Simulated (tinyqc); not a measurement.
Inputs raised by 5 %, one at a time: chemically amplified photoresist: aerial image, acid generation, bake, development and line width. Computed by tinyqc, a small Python program. Command: `OMP_NUM_THREADS=1 python tinyqc.py 3024160 3024161 out.jsonl resist sens`. One thread of a shared host (Intel(R) Xeon(R) Processor @ 2.30GHz), about 0.03 s of CPU time with the checks.

Lines and spaces of pitch p with a two-beam-like image; x = 0 is the middle of the bright space. The resist is positive and treated as uniform in depth.

Inputs (values chosen for the exercise, for a model resist at 13.5 nm):
```
quantity                                         value     unit
pitch p                                             35       nm
image contrast c                                  0.46        -
mean dose E                                       8.31  mJ/cm^2
Dill parameter C                                 0.036  cm^2/mJ
quencher load q, relative to the acid generator   0.18        -
acid diffusivity D                               0.048   nm^2/s
bake time t                                         90        s
amplification rate k_amp                         0.059      1/s
threshold protection m_th                         0.48        -
development selectivity n                            8        -
largest rate r_max                                 100     nm/s
smallest rate r_min                              0.096     nm/s
resist thickness d                                  37       nm
development time t_d                                45        s
photon energy                                    91.84       eV
absorption coefficient alpha                         3     1/um
```

Method:
- Dose E(x) = E [1 + c cos(2 pi x/p)]; acid h = 1 - exp(-C E(x)).
- Bake: the acid image is blurred by a Gaussian of variance sigma^2 = 2 D t (each Fourier term k of h, taken on 64 points, is multiplied by exp(-4 pi^2 k^2 D t/p^2)).
- Cosine coefficients: h(x) = sum_k h_k cos(2 pi k x/p).
- The quencher then removes q, h_eff = max(h_blurred - q, 0); protection m = exp(-k_amp t h_eff).
- Mack rate r = r_max (a + 1)(1 - m)^n/(a + (1 - m)^n) + r_min, a = ((n + 1)/(n - 1))(1 - m_th)^n.
- Edge: vertical development clears the film where r t_d >= d; the space width is twice the x where r = d/t_d.
- Dose sensitivity = d ln(width)/d ln E from widths at 1.005 E and E/1.005; image log-slope at the edge = |d ln E/dx|, normalised by the width (NILS); latitude for 10 % of width = 10 %/sensitivity.
- The edge lies at x = width/2.
- Absorbed photons per volume N = E(edge) alpha/(photon energy), 1 mJ/cm^2 = 62.41509 eV/nm^2, alpha in 1/nm; a Gaussian blur averages over a volume V = (2 sqrt(pi) sigma)^3; relative noise 1/sqrt(N V); edge noise sigma_x = (dh/d ln E) noise/|dh/dx|, with both derivatives of the blurred acid at the edge.

Runs:
```
input moved                   from      to  space width (nm)  dose sensitivity  edge noise from photons (nm)  dose latitude (%)
base run                         -       -            19.071            1.3781                        3.1035             7.2562
mean dose E (mJ/cm^2)         8.31  8.7255            20.338            1.2633                        3.0452             7.9161
image contrast c              0.46   0.483            18.977            1.3165                        2.9488             7.5960
Dill parameter C (cm^2/mJ)   0.036  0.0378            20.338            1.2633                        3.1204             7.9161
acid diffusivity D (nm^2/s)  0.048  0.0504            19.075            1.3874                        3.0131             7.2075
bake time t (s)                 90    94.5            19.462            1.3490                        3.0146             7.4129
largest rate r_max (nm/s)      100     105            19.130            1.3721                        3.1034             7.2881
threshold protection m_th     0.48   0.504            19.509            1.3350                        3.1049             7.4909
```

Exponents ln(y'/y) / ln(x'/x):
```
input                      space width  dose sensitivity  edge noise from photons  dose latitude
mean dose E                      1.318            -1.784                   -0.389          1.784
image contrast c                -0.101            -0.938                   -1.048          0.938
Dill parameter C                 1.318            -1.784                    0.111          1.784
acid diffusivity D               0.004             0.138                   -0.606         -0.138
bake time t                      0.416            -0.438                   -0.596          0.438
largest rate r_max               0.063            -0.090                   -0.001          0.090
threshold protection m_th        0.465            -0.652                    0.010          0.652
```

Among the inputs moved here: space width answers most in size to mean dose E (exponent +1.318), and about equally to Dill parameter C (+1.318). Dose sensitivity answers most in size to mean dose E (exponent -1.784), and about equally to Dill parameter C (-1.784). Edge noise from photons answers most in size to image contrast c (exponent -1.048), next to acid diffusivity D (-0.606). Dose latitude answers most in size to mean dose E (exponent +1.784), and about equally to Dill parameter C (+1.784).

Caution (all rows): lateral development, standing waves and the joint diffusion of acid and quencher are left out, so widths are indicative. Caution (all rows): the noise counts photons alone (acid and quencher statistics add to it) and takes the film as thicker than the blur; a thinner film averages in two dimensions only.

Extremes, crossings and ranges named in words are read from the listed rows.
